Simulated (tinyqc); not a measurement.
Worked calculation: Pariser-Parr-Pople SCF with singles CI, for the molecule C=CC(=O)C=CO (SMILES; centres numbered as the heavy atoms are written). Computed by tinyqc, a small Python program that keeps every step. Settings: charge = 0, gamma = MN, start = huckel, damping = 0, iteration cap = 65, excitations kept = 9. Command: `OMP_NUM_THREADS=1 python tinyqc.py 26633 26634 out.jsonl` (the two numbers bound the seeds that draw the settings). One thread of a shared host (Intel(R) Xeon(R) Processor @ 2.60GHz), about 0.01 s of CPU time with the checks. Later iterations appear only in the table of the cycle.

## PPP integrals

Centres (angstrom, eV; a flat drawing with bonds scaled to 1.40 angstrom):

| centre | x | y | core charge z | W | gamma_rr |
|---|---|---|---|---|---|
| 1C | -2.941000 | 0.180000 | 1 | 9.710000 | 10.970000 |
| 2C | -1.667000 | 0.762000 | 1 | 9.710000 | 10.970000 |
| 3C | -0.527000 | -0.050000 | 1 | 9.710000 | 10.970000 |
| 4O | -0.660000 | -1.444000 | 1 | 17.270000 | 14.020000 |
| 5C | 0.747000 | 0.532000 | 1 | 9.710000 | 10.970000 |
| 6C | 1.887000 | -0.280000 | 1 | 9.710000 | 10.970000 |
| 7O | 3.161000 | 0.301000 | 2 | 34.500000 | 23.400000 |

Resonance integrals (eV):

| i | j | beta |
|---|---|---|
| 1 | 2 | -2.390000 |
| 2 | 3 | -2.390000 |
| 3 | 4 | -2.510000 |
| 3 | 5 | -2.390000 |
| 5 | 6 | -2.390000 |
| 6 | 7 | -2.310000 |

Mataga-Nishimoto: gamma = 14.399645/(R + a), a = 2 x 14.399645/(gamma_rr + gamma_ss); H_rr = -W_r - sum_(s != r) z_s gamma_rs; H_rs = beta for bonds.

repulsion gamma_rs (eV):
```
           1C         2C         3C         4O         5C         6C         7O
1C  10.970000   5.307096   3.852675   3.643181   2.869942   2.336655   2.074542
2C   5.307096  10.970000   5.309092   4.025166   3.852675   2.870604   2.531637
3C   3.852675   5.309092  10.970000   5.640808   5.307096   3.852675   3.169923
4O   3.643181   4.025166   5.640808  14.020000   4.024299   3.642890   2.897181
5C   2.869942   3.852675   5.307096   4.024299  10.970000   5.309092   4.413080
6C   2.336655   2.870604   3.852675   3.642890   5.309092  10.970000   6.433735
7O   2.074542   2.531637   3.169923   2.897181   4.413080   6.433735  23.400000
```

core matrix H (eV):
```
            1C          2C          3C          4O          5C          6C          7O
1C  -31.868634   -2.390000    0.000000    0.000000    0.000000    0.000000    0.000000
2C   -2.390000  -36.137908   -2.390000    0.000000    0.000000    0.000000    0.000000
3C    0.000000   -2.390000  -40.012193   -2.510000   -2.390000    0.000000    0.000000
4O    0.000000    0.000000   -2.510000  -44.040706    0.000000    0.000000    0.000000
5C    0.000000    0.000000   -2.390000    0.000000  -39.899265   -2.390000    0.000000
6C    0.000000    0.000000    0.000000    0.000000   -2.390000  -40.589387   -2.310000
7O    0.000000    0.000000    0.000000    0.000000    0.000000   -2.310000  -56.020100
```

## Starting guess

pi electrons, sum of z_r less the charge = 8

Orbitals of the Hueckel matrix of the beta values.

P at the start:
```
           1C         2C         3C         4O         5C         6C         7O
1C   1.000000   0.918168   0.000000  -0.328542  -0.181257   0.000000   0.127174
2C   0.918168   1.000000   0.391872   0.000000   0.000000  -0.058341   0.000000
3C   0.000000   0.391872   1.000000   0.740090   0.514789   0.000000  -0.183561
4O  -0.328542   0.000000   0.740090   1.304544  -0.319835  -0.199454   0.330912
5C  -0.181257   0.000000   0.514789  -0.319835   1.335894   0.605181  -0.347526
6C   0.000000  -0.058341   0.000000  -0.199454   0.605181   1.000000   0.768486
7O   0.127174   0.000000  -0.183561   0.330912  -0.347526   0.768486   1.359562
```

## Iteration 1: Fock matrix

F_rr = H_rr + P_rr gamma_rr / 2 + sum_(s != r) P_ss gamma_rs; F_rs = H_rs - P_rs gamma_rs / 2; E = tr P (H + F) / 2 + core repulsion sum_(r<s) z_r z_s gamma_rs.

F (eV):
```
           1C         2C         3C         4O         5C         6C          7O
1C  -3.480110  -4.826403   0.000000   0.598470   0.260099   0.000000   -0.131913
2C  -4.826403  -3.326426  -3.430243   0.000000   0.000000   0.083737    0.000000
3C   0.000000  -3.430243  -2.754643  -4.597354  -3.756017   0.000000    0.290938
4O   0.598470   0.000000  -4.597354  -8.628873   0.643556   0.363295   -0.479356
5C   0.260099   0.000000  -3.756017   0.643556  -3.983350  -3.996481    0.766831
6C   0.000000   0.083737   0.000000   0.363295  -3.996481  -5.452697   -4.782116
7O  -0.131913   0.000000   0.290938  -0.479356   0.766831  -4.782116  -16.228478
```

pi energy = -117.374277 eV

## Iteration 1: orbitals and new P

Diagonalise F (the basis is taken as orthonormal) and form P = 2 sum c c over the lowest orbitals.

orbital energies (eV): -18.091562  -11.903873  -8.929334  -8.233955  -1.730717  1.092134  3.942729

P after iteration 1:
```
           1C         2C         3C         4O         5C         6C         7O
1C   0.913648   0.921184   0.162835  -0.279785  -0.119668  -0.137878   0.076406
2C   0.921184   0.998713   0.378719  -0.036119   0.025171  -0.074608   0.022032
3C   0.162835   0.378719   0.688860   0.684333   0.453163   0.208919  -0.126224
4O  -0.279785  -0.036119   0.684333   1.588507  -0.128014  -0.270817   0.126628
5C  -0.119668   0.025171   0.453163  -0.128014   1.069328   0.827604  -0.271231
6C  -0.137878  -0.074608   0.208919  -0.270817   0.827604   0.888226   0.401263
7O   0.076406   0.022032  -0.126224   0.126628  -0.271231   0.401263   1.852720
```

## Iteration 2: Fock matrix

As before.

F (eV):
```
           1C         2C         3C         4O         5C         6C          7O
1C  -4.127910  -4.834406  -0.313674   0.509653   0.171720   0.161086   -0.079253
2C  -4.834406  -4.399998  -3.395328   0.072692  -0.048489   0.107085   -0.027888
3C  -0.313674  -3.395328  -3.481041  -4.440096  -3.592491  -0.402448    0.200060
4O   0.509653   0.072692  -4.440096  -8.764313   0.257583   0.493279   -0.183432
5C   0.171720  -0.048489  -3.592491   0.257583  -4.623827  -4.586913    0.598483
6C   0.161086   0.107085  -0.402448   0.493279  -4.586913  -4.677905   -3.600811
7O  -0.079253  -0.027888   0.200060  -0.183432   0.598483  -3.600811  -12.700037
```

pi energy = -121.467525 eV

## Iteration 2: orbitals and new P

As before.

orbital energies (eV): -14.270814  -12.411614  -9.397489  -8.858372  -1.437499  0.663485  2.937270

P after iteration 2:
```
           1C         2C         3C         4O         5C         6C         7O
1C   0.871228   0.918177   0.182753  -0.265680  -0.119773  -0.133577   0.064774
2C   0.918177   1.023619   0.382232  -0.060120   0.009865  -0.077493   0.023972
3C   0.182753   0.382232   0.681569   0.679843   0.449334   0.206663  -0.110922
4O  -0.265680  -0.060120   0.679843   1.604925  -0.125579  -0.264123   0.110218
5C  -0.119773   0.009865   0.449334  -0.125579   1.103550   0.833038  -0.251416
6C  -0.133577  -0.077493   0.206663  -0.264123   0.833038   0.841662   0.380339
7O   0.064774   0.023972  -0.110922   0.110218  -0.251416   0.380339   1.873447
```

## Iteration 3: Fock matrix

As before.

F (eV):
```
           1C         2C         3C         4O         5C         6C          7O
1C  -4.164265  -4.826427  -0.352044   0.483960   0.171871   0.156061   -0.067188
2C  -4.826427  -4.410479  -3.404653   0.120996  -0.019003   0.111225   -0.030344
3C  -0.352044  -3.404653  -3.391688  -4.427432  -3.582331  -0.398103    0.175807
4O   0.483960   0.120996  -4.427432  -8.716493   0.252684   0.481086   -0.159661
5C   0.171871  -0.019003  -3.582331   0.252684  -4.590264  -4.601338    0.554760
6C   0.156061   0.111225  -0.398103   0.481086  -4.601338  -4.614166   -3.533500
7O  -0.067188  -0.030344   0.175807  -0.159661   0.554760  -3.533500  -12.606571
```

pi energy = -121.508383 eV

## Iteration 3: orbitals and new P

As before.

orbital energies (eV): -14.152420  -12.336071  -9.399371  -8.820824  -1.432138  0.657412  2.989485

P after iteration 3:
```
           1C         2C         3C         4O         5C         6C         7O
1C   0.869070   0.918089   0.189194  -0.261875  -0.118632  -0.132751   0.062455
2C   0.918089   1.022028   0.381979  -0.064632   0.007638  -0.076975   0.023633
3C   0.189194   0.381979   0.677590   0.679152   0.445779   0.206846  -0.107694
4O  -0.261875  -0.064632   0.679152   1.608919  -0.122471  -0.262406   0.106576
5C  -0.118632   0.007638   0.445779  -0.122471   1.104783   0.836521  -0.247796
6C  -0.132751  -0.076975   0.206846  -0.262406   0.836521   0.838928   0.372959
7O   0.062455   0.023633  -0.107694   0.106576  -0.247796   0.372959   1.878682
```

## Convergence

Stop when output and input P, before any damping, agree to 1e-7.

Course of the cycle:

| iteration | E (eV) | largest \|P(out) - P(in)\| |
|---|---|---|
| 1 | -117.37427714 | 4.93e-01 |
| 2 | -121.46752522 | 4.66e-02 |
| 3 | -121.50838274 | 7.38e-03 |
| 4 | -121.51021974 | 1.97e-03 |
| 5 | -121.51035943 | 5.65e-04 |
| 6 | -121.51037244 | 2.14e-04 |
| 7 | -121.51037382 | 8.08e-05 |
| 8 | -121.51037398 | 3.03e-05 |
| 9 | -121.51037400 | 1.14e-05 |
| 10 | -121.51037400 | 4.27e-06 |
| 11 | -121.51037400 | 1.61e-06 |
| 12 | -121.51037400 | 6.10e-07 |
| 13 | -121.51037400 | 2.32e-07 |
| 14 | -121.51037400 | 8.84e-08 |

Converged in 14 iterations.

## Converged orbitals

Charges are z - P_rr.

orbital energies (eV): -14.086612  -12.335837  -9.413730  -8.817396  -1.435868  0.651371  2.977142

coefficients:
```
         MO1        MO2        MO3        MO4        MO5        MO6        MO7
1C  0.018207   0.186144   0.579756  -0.250421  -0.513531  -0.488930   0.251841
2C  0.043912   0.346874   0.578479  -0.232592   0.201330   0.494934  -0.451131
3C  0.106386   0.568703   0.004927   0.059328   0.518148  -0.025551   0.626566
4O  0.064364   0.623065  -0.561444  -0.311572  -0.377141   0.010991  -0.230206
5C  0.190320   0.285285   0.083295   0.654303   0.107504  -0.471534  -0.461995
6C  0.416948   0.051874   0.067284   0.488147  -0.492497   0.518185   0.263780
7O  0.878756  -0.222076  -0.050358  -0.340872   0.175868  -0.156055  -0.066767
```

pi charges: 1C 0.132381, 2C -0.021974, 3C 0.323430, 4O -0.609298, 5C -0.105319, 6C 0.161298, 7O 0.119481

## Singles CI, singlets

Over the 9 single excitations with the smallest orbital gaps: A = (e_a - e_i) delta + 2 (ia|jb) - (ij|ab), with (pq|rs) = sum c_mp c_mq gamma_mn c_nr c_ns. f = 2/3 w |mu|^2 in atomic units, mu = sqrt2 sum c_ia sum_m c_mi c_ma R_m.

singlet CI matrix (eV):
```
           4>5        3>5        4>6        3>6        2>5        4>7        3>7        1>5
4>5   4.404176  -0.018514   0.004800  -0.045490  -0.038350  -0.377844   0.119444  -0.060554
3>5  -0.018514   5.009567  -0.095918   0.090544   0.025430   0.136078  -0.386137  -0.033248
4>6   0.004800  -0.095918   6.628367  -0.285211  -0.219773   0.110317   0.133516  -0.187535
3>6  -0.045490   0.090544  -0.285211   6.991736   0.191547  -0.022635  -0.081970   0.002728
2>5  -0.038350   0.025430  -0.219773   0.191547   7.639641  -0.127262  -0.414130  -0.042858
4>7  -0.377844   0.136078   0.110317  -0.022635  -0.127262   8.184199  -0.035403  -0.152221
3>7   0.119444  -0.386137   0.133516  -0.081970  -0.414130  -0.035403   8.684600  -0.093357
1>5  -0.060554  -0.033248  -0.187535   0.002728  -0.042858  -0.152221  -0.093357   9.438080
2>6   0.201794  -0.052133   0.049783   0.276499   0.006424   0.076106  -0.071940  -0.118667

           2>6
4>5   0.201794
3>5  -0.052133
4>6   0.049783
3>6   0.276499
2>5   0.006424
4>7   0.076106
3>7  -0.071940
1>5  -0.118667
2>6   9.178372
```

singlet excitation energies (eV): 4.351853  4.955633  6.441048  7.010615  7.554813  8.248029  8.862872  9.204861  9.529017

oscillator strengths: 0.724690  0.232532  0.212254  0.097927  0.085308  0.150479  0.292540  0.132511  0.083404

## Singles CI, triplets

Over the 9 single excitations with the smallest orbital gaps: A = (e_a - e_i) delta - (ij|ab), with (pq|rs) = sum c_mp c_mq gamma_mn c_nr c_ns.

triplet CI matrix (eV):
```
           4>5        3>5        4>6        3>6        2>5        4>7        3>7        1>5
4>5   2.581276  -0.077350   1.002039   0.702945   0.230482   0.124351  -0.377186  -0.195779
3>5  -0.077350   2.781200   0.702945  -1.229559   0.278575  -0.377186  -0.131538  -0.002333
4>6   1.002039   0.702945   4.216318   0.290750   0.602010  -1.129023  -0.665476   0.111096
3>6   0.702945  -1.229559   0.290750   5.138083  -0.488018  -0.665476   1.198394  -0.055337
2>5   0.230482   0.278575   0.602010  -0.488018   5.409773   0.210177   0.654859  -0.208928
4>7   0.124351  -0.377186  -1.129023  -0.665476   0.210177   6.666986  -0.017583  -0.007202
3>7  -0.377186  -0.131538  -0.665476   1.198394   0.654859  -0.017583   7.294119   0.062921
1>5  -0.195779  -0.002333   0.111096  -0.055337  -0.208928  -0.007202   0.062921   8.200731
2>6   0.602010  -0.488018  -0.233392  -0.582243  -0.052398  -0.722477   0.479263  -0.267949

           2>6
4>5   0.602010
3>5  -0.488018
4>6  -0.233392
3>6  -0.582243
2>5  -0.052398
4>7  -0.722477
3>7   0.479263
1>5  -0.267949
2>6   8.498206
```

triplet excitation energies (eV): 1.754465  1.865379  3.653693  5.015796  6.090250  7.291632  7.923139  8.180180  9.012158
